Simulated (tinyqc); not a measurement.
# Worked calculation: nanowire ballistic transistor, top-of-the-barrier model

Program tinyqc, `OMP_NUM_THREADS=1 python tinyqc.py 2400101 2400102 out.jsonl`; Intel Xeon 2.30GHz, shared host, one thread, about 0.06 s. Printed values are rounded.

At the top of the source barrier, states moving towards the drain are filled by the source (Fermi level 0) and states moving back by the drain (Fermi level -q Vd); nothing scatters. U is the shift of the band edge there, set by the capacitances CG, CD and CS (the total) and by the charge. Parabolic one-dimensional subband; the source is grounded.

Parameters, values chosen for the exercise; mass and valleys close to those of germanium:
- T = 300 K (temperature)
- m = 0.117 m0 (effective mass)
- gv = 4 (valley degeneracy)
- eox = 7.5 (relative permittivity of the gate insulator)
- tox = 1.9 nm (insulator thickness)
- d = 2 nm (wire diameter)
- aG = 0.93 (gate control CG/CS)
- aD = 0.035 (drain control CD/CS)
- E0 = 0.36 eV (band edge at the barrier top above the source Fermi level at zero bias)
- Vg = 0.4 V (gate voltage)
- Vd = 0.2 V (drain voltage)

Constants: q = 1.602176634e-19 C, kB = 1.380649e-23 J/K, hbar = 1.054571817e-34 J s, h = 6.62607015e-34 J s, m0 = 9.1093837015e-31 kg, Vt = kB T/q, eps0 = 8.8541878128e-14 F/cm where lengths are in cm. Results are converted to the units shown.

## Density of states, capacitances and charge at zero bias

N0 = gv sqrt(2 m kB T/pi)/hbar, CG = 2 pi eps0 eox/ln(1 + 2 tox/d), CS = CG/aG, n0 = n at U = 0 and Vd = 0. eta1 = -(E0 + U)/Vt, eta2 = eta1 - Vd/Vt, n = (N0/2)[F_(-1/2)(eta1) + F_(-1/2)(eta2)], F_(-1/2)(x) = (1/sqrt(pi)) int_0^infinity u^(-1/2)/(1 + exp(u - x)) du. UL = -(aG Vg + aD Vd).

N0 = 6.35863e6 cm^-1
CG = 3.91885 pF/cm
CS = 4.21381 pF/cm
n0 = 5.69678 cm^-1
UL = -0.379 eV

## Iteration 1: self-consistent potential at the barrier top

U at the start (U = UL) = -0.379 eV

eta1 = -(E0 + U)/Vt, eta2 = eta1 - Vd/Vt, n = (N0/2)[F_(-1/2)(eta1) + F_(-1/2)(eta2)], F_(-1/2)(x) = (1/sqrt(pi)) int_0^infinity u^(-1/2)/(1 + exp(u - x)) du. U(out) = UL + q (n - n0)/CS. Newton step: U(new) = U + (U(out) - U)/(1 + CQ/CS), CQ = (q/Vt) dn/d(eta1) with both F' summed; F' = dF_(-1/2)/dx.

eta1 = 0.734953
eta2 = -7.00139
n = 2.89485e6 cm^-1
U(out) = -0.268932 eV
CQ = 8.67210 pF/cm
U after iteration 1 = -0.343007 eV

## Iteration 2: self-consistent potential at the barrier top

As before.

eta1 = -0.657324
eta2 = -8.39367
n = 1.22154e6 cm^-1
U(out) = -0.332555 eV
CQ = 5.68785 pF/cm
U after iteration 2 = -0.338559 eV

## Course of the iteration: self-consistent potential at the barrier top

Stop when U changes by less than 1e-9 eV, or after 90 iterations.

Course of the iteration:
```
iteration     U (eV)  |change| (eV)
1          -0.343007         0.0360
2          -0.338559        4.45e-3
3          -0.338437        1.22e-4
4          -0.338437        9.15e-8
5          -0.338437       5.15e-14
```

Converged in 5 iterations. At the end the number of correct digits about doubles with each step.

## Current, mean velocity and share of the gate voltage

converged U = -0.338437 eV

N0 = gv sqrt(2 m kB T/pi)/hbar, CG = 2 pi eps0 eox/ln(1 + 2 tox/d), CS = CG/aG, n0 = n at U = 0 and Vd = 0. eta1 = -(E0 + U)/Vt, eta2 = eta1 - Vd/Vt, n = (N0/2)[F_(-1/2)(eta1) + F_(-1/2)(eta2)], F_(-1/2)(x) = (1/sqrt(pi)) int_0^infinity u^(-1/2)/(1 + exp(u - x)) du. I = gv (2 q^2/h) Vt [ln(1 + exp eta1) - ln(1 + exp eta2)]. Mean velocity I/(q n). CQ = (q/Vt) dn/d(eta1); the band edge follows the gate as -dU/dVg = aG/(1 + CQ/CS).

eta1 = -0.834102
n = 1.06684e6 cm^-1
I = 2.88808 uA
mean velocity = 1.68966e7 cm/s
CQ = 5.15918 pF/cm
-dU/dVg = 0.418100 eV/V

The carriers from the source are near degeneracy (eta1 = -0.834), and the mean velocity is 1.07 times vT = sqrt(2 kB T/(pi m)) = 1.57e7 cm/s.
